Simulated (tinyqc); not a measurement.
Anisotropic elasticity and sound waves of a cubic crystal. Inputs raised by 5 %, one at a time. Computed by tinyqc, a small Python program. Command: `OMP_NUM_THREADS=1 python tinyqc.py 3021969 3021970 out.jsonl cubicelastic sens`. One thread of a shared host (Intel(R) Xeon(R) Processor @ 2.30GHz), about 0.01 s of CPU time with the checks.

Voigt order 1..6 = xx, yy, zz, yz, xz, xy, with engineering shear strains. The rotated frame has x' as named, z' along the wafer normal and y' = z' x x'.

Inputs (values chosen for the exercise, for a model crystal):
```
quantity                                value   unit
C11                                      92.2    GPa
C12                                        61    GPa
C44                                      44.7    GPa
expansion coefficient of the film         4.6  ppm/K
expansion coefficient of the substrate    5.7  ppm/K
cooling Delta T                           500      K
```

Frame: (001) wafer, x' along [110].

direction cosines a (rows x', y', z' in the cube axes):
```
            x         y         z
x'   0.707107  0.707107  0.000000
y'  -0.707107  0.707107  0.000000
z'   0.000000  0.000000  1.000000
```

Method:
- S11 = (C11 + C12)/D, S12 = -C12/D, D = (C11 - C12)(C11 + 2 C12), S44 = 1/C44. Zener ratio A = 2 C44/(C11 - C12); S0 = S11 - S12 - S44/2; H = 2 C44 + C12 - C11.
- C'_ijkl = C12 delta_ij delta_kl + C44 (delta_ik delta_jl + delta_il delta_jk) - H sum_m a_im a_jm a_km a_lm.
- Invert C' to S'. E along x' = 1/S'11, along y' = 1/S'22; Poisson ratios nu(x'y') = -S'12/S'11 and nu(x'z') = -S'13/S'11; in-plane shear modulus 1/S'66.
- On cooling, a thick substrate imposes eps_1 = eps_2 = (alpha_film - alpha_substrate) Delta T and eps_6 = 0; the free surface sets sigma_3 = sigma_4 = sigma_5 = 0, which fixes eps_3, eps_4, eps_5. Biaxial modulus M = (sigma_1 + sigma_2)/(2 eps); energy density M eps^2. Elastic response and constant coefficients are assumed.

Runs:
```
input moved                                     from      to  E along x' (GPa)  E along y' (GPa)  stress along x' (MPa)  energy density (MJ/m^3)
base run                                           -       -            80.058            80.058                -39.866                 0.021926
C11 (GPa)                                       92.2   96.81            84.959            84.959                -44.516                 0.024484
C12 (GPa)                                         61   64.05            76.766            76.766                -36.993                 0.020346
C44 (GPa)                                       44.7  46.935            81.802            81.802                -39.866                 0.021926
expansion coefficient of the film (ppm/K)        4.6    4.83            80.058            80.058                -31.531                 0.013716
expansion coefficient of the substrate (ppm/K)   5.7   5.985            80.058            80.058                -50.195                 0.034760
cooling Delta T (K)                              500     525            80.058            80.058                -41.860                 0.024174
```

Exponents ln(y'/y) / ln(x'/x):
```
input                                   E along x'  E along y'  stress along x'  energy density
C11                                          1.218       1.218            2.261           2.261
C12                                         -0.861      -0.861           -1.533          -1.533
C44                                          0.442       0.442            0.000           0.000
expansion coefficient of the film            0.000       0.000           -4.808          -9.616
expansion coefficient of the substrate       0.000       0.000            4.722           9.444
cooling Delta T                              0.000       0.000            1.000           2.000
```

Which inputs matter most for each result?

Among the inputs moved here: E along x' answers most in size to C11 (exponent +1.218), next to C12 (-0.861); its exponent is below 0.0005 for expansion coefficient of the film, expansion coefficient of the substrate, cooling Delta T. E along y' answers most in size to C11 (exponent +1.218), next to C12 (-0.861); its exponent is below 0.0005 for expansion coefficient of the film, expansion coefficient of the substrate, cooling Delta T. stress along x' answers most in size to expansion coefficient of the film (exponent -4.808), and about equally to expansion coefficient of the substrate (+4.722); its exponent is below 0.0005 for C44. Its exponent +1.000 in cooling Delta T: stress is linear in the mismatch. Energy density answers most in size to expansion coefficient of the film (exponent -9.616), and about equally to expansion coefficient of the substrate (+9.444); its exponent is below 0.0005 for C44. Its exponent +2.000 in cooling Delta T: energy goes as strain squared.
